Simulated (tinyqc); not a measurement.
What the corrections do to the levels: formation energy of a charged point defect from supercell energies. Computed by tinyqc, a small Python program. Command: `OMP_NUM_THREADS=1 python tinyqc.py 3015347 3015348 out.jsonl formation walk`. One thread of a shared host (Intel(R) Xeon(R) Processor @ 2.30GHz), about 0.01 s of CPU time with the checks.

The host is a compound AB. Making the defect adds n_A = -1, n_B = 0 atoms to the cell. All total energies are inputs. E_F is counted from the valence-band maximum (VBM); x = 0 is A-rich and x = 1 B-rich growth.

Inputs (values chosen for the exercise, with gap and screening modelled on CdS):
```
quantity                      value      unit
E_VBM of the host cell         2.66        eV
potential alignment dV        0.066        eV
dielectric constant eps        8.77         -
cell length L                  18.2  angstrom
mu_A of the pure element     -2.243        eV
formation enthalpy dH of AB    -2.2        eV
growth condition x             0.79         -
```

Defect: vacancy of A. Supercell lattice: bcc.

charge states q: 2  1  0

E(defect, q) - E(host), in the order of q (eV): -1.498  2.759  7.456

Constants: e^2/(4 pi eps_0) = 14.39964548 eV angstrom.

Method:
- dmu_A = x dH and dmu_B = (1 - x) dH, so that dmu_A + dmu_B = dH; mu = mu(element) + dmu.
- The reservoir term is sum n_i mu_i.
- Image-charge correction of a point charge in a neutralising background: E_corr = q^2 alpha e^2/(4 pi eps_0) / (2 eps L), alpha = 2.888462 for a bcc array with L the cube root of the volume.
- E_f(q, E_F) = [E(defect, q) - E(host)] - sum n_i mu_i + q (E_VBM + dV + E_F) + E_corr(q).
- Levels eps(q/q-1) with the terms q dV and E_corr left out or kept.

E_f(q, 0) (eV): (q=+2) 0.49417, (q=+1) 1.63429, (q=0) 3.47500

E_corr (eV): (q=+2) 0.521168, (q=+1) 0.130292, (q=0) 0.000000

Levels above the VBM (eV):
```
level      raw  with alignment  with image charge  with both
(+2/+1)  1.597           1.531             1.2061     1.1401
(+1/0)   2.037           1.971             1.9067     1.8407
```

Alignment moves every level by -dV = -0.066 eV. The image term moves eps(q/q-1) by (1 - 2q) E_corr(1): (+2/+1) by -0.391, (+1/0) by -0.130 eV, donor levels down and acceptor levels up. It adds 2 E_corr(1) = 0.261 eV to every U.

Extremes, crossings and ranges named in words are read from the listed rows.
